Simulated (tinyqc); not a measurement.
Worked calculation: longitudinal sound in a periodic multilayer: transfer matrices, stop bands and folded phonons. Computed by tinyqc, a small Python program that keeps every step. Command: `OMP_NUM_THREADS=1 python tinyqc.py 3015047 3015048 out.jsonl multilayer walk`. One thread of a shared host (Intel(R) Xeon(R) Processor @ 2.30GHz), about 0.01 s of CPU time with the checks. Intermediate numbers are printed to about 7 digits and carried at full precision; extremes and crossings named in words are read from the listed rows.

Layers 1 and 2 repeat with period d = d_1 + d_2; waves travel normal to the layers, without loss. State vector (u, s): displacement u and stress divided by omega. Impedances Z = rho v are in 1e6 kg/(m^2 s).

Inputs (values chosen for the exercise, modelled on silica (layer 1), tungsten (layer 2) and silica (substrate)): density rho_1 = 2.18 g/cm^3; velocity v_1 = 5950 m/s; thickness d_1 = 177 nm; density rho_2 = 19 g/cm^3; velocity v_2 = 5190 m/s; thickness d_2 = 155 nm; substrate density = 2.24 g/cm^3; substrate velocity = 6090 m/s; periods N = 5; frequency f = 12.9 GHz.

## Impedances, mean velocity and Bragg frequency

Z = rho v; interface reflection r = (Z_2 - Z_1)/(Z_2 + Z_1) (stress amplitude, from 1 into 2); Bragg frequency f_B = 1/[2 (d_1/v_1 + d_2/v_2)]; long-wave velocity v_eff = d/sqrt[(d_1/v_1)^2 + (d_2/v_2)^2 + (Z_1/Z_2 + Z_2/Z_1)(d_1/v_1)(d_2/v_2)].

Z_1 = 12.971

Z_2 = 98.61

Z of the substrate = 13.6416

interface reflection r = 0.7675052

Bragg frequency f_B = 8.387429 GHz

long-wave velocity v_eff = 3570.133 m/s

## Transfer matrix of one period

A layer maps (u, s) by [[cos p, sin p/Z], [-Z sin p, cos p]], p = 2 pi f d_i/v_i; one period is M = M_2 M_1, and cos(q d) = trace(M)/2.

phase p_1 = 2.411159 rad

phase p_2 = 2.420661 rad

M:
$$\begin{pmatrix}
0.5016210 & -0.04362538 \\
54.98624 & -2.788550
\end{pmatrix}$$

trace(M)/2 = -1.143465

|trace/2| > 1: f lies in a stop band, and the amplitude falls by a factor 1.698 a period.

## Transmission through N periods

For N periods A = M^N. A wave comes from a thick layer of material 1 and leaves into the substrate (Z_s): transmitted power T = 4 Z_1 Z_s/|Z_1 A_22 + Z_s A_11 - i (Z_1 Z_s A_12 - A_21)|^2, reflected power R = 1 - T.

A = M^N:
$$\begin{pmatrix}
13.73904 & -0.5524388 \\
696.3042 & -27.92521
\end{pmatrix}$$

transmitted power T = 0.001070647

T in decibel = -29.70354 dB

## The first stop band

Gap m contains m f_B; its edges, where trace(M)/2 = (-1)^m, are found by root search. Weak-contrast estimate of the width: (4 f_B/pi) |r sin(m pi a)|, a = (d_1/v_1)/(d_1/v_1 + d_2/v_2).

lower edge = 3.715601 GHz

upper edge = 13.05919 GHz

width/f_B = 111.3999 %

transmitted power at f_B = 6.523884e-09

Caution: so small a transmitted power at f_B holds only for perfect layers and strictly normal incidence.

## The first four gaps

The formulas are those given above.

Stop bands (GHz):
```
m  lower edge  upper edge     width  weak-contrast estimate
1     3.71560    13.05919  9.343588                8.196307
2    16.74958    16.80021  0.050635                0.050635
3    20.49063    29.83373  9.343100                8.195995
4    33.49916    33.60043  0.101270                0.101268
```

With a = 0.499, gap 1 is the widest and gap 2 the narrowest: the layers are near a quarter wave each at f_B, so the even gaps almost close. The weak-contrast estimate misses the first width by -12.3 % at |r| = 0.77. Odd gaps open at the edge of the folded zone (q = pi/d), even ones at its centre.

## Mirror strength against the number of periods

The formulas are those given above.

Transmitted power:
```
N       T at f_B  T at f_B (dB)        T at f
1     0.07020971      -11.53603     0.1476980
2    0.001258632      -29.00101    0.03188025
3   2.179108e-05      -46.61721   0.009519612
4   3.770464e-07      -64.23605   0.003140351
6   1.128801e-10      -99.47382  3.691435e-04
8   3.379405e-14      -134.7116  4.428348e-05
12  3.028906e-21      -205.1871  6.405817e-07
16  2.714758e-28      -275.6627  9.269721e-09
24  2.180831e-42      -416.6138  1.941135e-12
```

At f_B each further period removes 17.62 dB at large N, which is 20 log10 of the impedance ratio, 17.62 dB, as for a quarter-wave stack; 99 % reflection needs N = 2 among these rows. At f, in a stop band, T decays as well. Values below about 1e-6 belong to the ideal stack: roughness and scattering into other modes, left out here, set a floor in a real one.

Checks made by the program: trace against Rytov's formula cos p_1 cos p_2 - (1/2)(Z_1/Z_2 + Z_2/Z_1) sin p_1 sin p_2 (relative difference below 1e-10).
